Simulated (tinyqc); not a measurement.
Keating valence-force model of a tetrahedral crystal. Which input was changed? Computed by tinyqc, a small Python program. Command: `OMP_NUM_THREADS=1 python tinyqc.py 3003225 3003226 out.jsonl keating which`. One thread of a shared host (Intel(R) Xeon(R) Processor @ 2.30GHz), about 0.1 s of CPU time with the checks.

Atom A sits at 0 and atom B at a/4 (1,1,1) of an fcc lattice; the four bonds from A are t = a/4 (1,1,1), a/4 (1,-1,-1), a/4 (-1,1,-1), a/4 (-1,-1,1), of length d = sqrt(3) a/4. Energy: E = (3 alpha/(8 d^2)) sum over bonds (r.r - d^2)^2 + (3 beta/(8 d^2)) sum over pairs of bonds at one atom (r_i.r_j + d^2/3)^2, with beta_A for the six pairs at A and beta_B for the six at B. The cell holds two atoms, Omega = a^3/4. 1 N/m = 1 J/m^2. With constants fitted to the elastic moduli this model puts optical and zone-boundary frequencies of real crystals too high, by up to about 20 % in elemental crystals and up to about 50 % in compounds, and mostly by more for TA modes; in compounds the lattice part of the static dielectric constant then comes out too low.

Inputs (values chosen for the exercise, modelled on aluminium arsenide):
```
quantity               value      unit
lattice constant a     5.661  angstrom
mass M_A               26.98         u
mass M_B               74.92         u
bond stretching alpha   42.4       N/m
bond bending beta_A     10.5       N/m
bond bending beta_B     9.23       N/m
Born charge Z*          2.24         e
eps_inf                 8.12         -
```

Structure: zinc blende.

Constants: nu for 1 eV/(angstrom^2 u) = 15.6333042 THz; 1 eV/angstrom^2 = 16.02176634 J/m^2; 1 THz = 33.35640952 1/cm; e^2/(4 pi eps_0) = 14.39964548 eV angstrom.

Method:
- beta = (beta_A + beta_B)/2; C11 = (alpha + 3 beta)/a, C12 = (alpha - beta)/a, C44 = 4 alpha beta/(a (alpha + beta)); with the two sublattices clamped C44(0) = (alpha + beta)/a; internal-strain parameter zeta = (alpha - beta)/(alpha + beta); B = (C11 + 2 C12)/3.
- beta = (beta_A + beta_B)/2; mu = M_A M_B/(M_A + M_B); lambda = 4 (alpha + beta)/mu with the springs in eV/angstrom^2; nu = 15.6333042 THz x sqrt(lambda).
- The long-range field adds 4 pi Z*^2 (e^2/(4 pi eps_0))/(eps_inf Omega mu) to lambda for the longitudinal mode at q -> 0; lambda = (nu/15.6333042 THz)^2; eps_0 = eps_inf (nu_LO/nu_TO)^2 (Lyddane-Sachs-Teller; here eps_0 is the static dielectric constant).

Task: One of these inputs alone was changed, within the range given: lattice constant a (2.83 to 11.32); bond stretching alpha (21.2 to 84.8); bond bending beta_A (5.25 to 21); Born charge Z* (1.12 to 4.48). Which one, and to what value?

Results:
```
run     C11 (GPa)  nu_LO at G (THz)  static dielectric constant
before   127.1772          13.82541                    9.654185
after    137.5994          14.46687                    9.498564
```

Result:

Each candidate set to reproduce C11, and what it then gives:
```
candidate                      range searched  value needed  nu_LO at G (THz)  static dielectric constant
lattice constant a (angstrom)   2.83 to 11.32         5.232            14.115                      10.063
bond stretching alpha (N/m)      21.2 to 84.8         48.30            14.467                       9.499
bond bending beta_A (N/m)          5.25 to 21         14.43            14.042                       9.599
Born charge Z* (e)               1.12 to 4.48     no effect                 -                           -
```

Only bond stretching alpha fits every result: it went from 42.4 to 48.3 N/m. The next best candidate, bond bending beta_A, misses one result by 2.9 %.
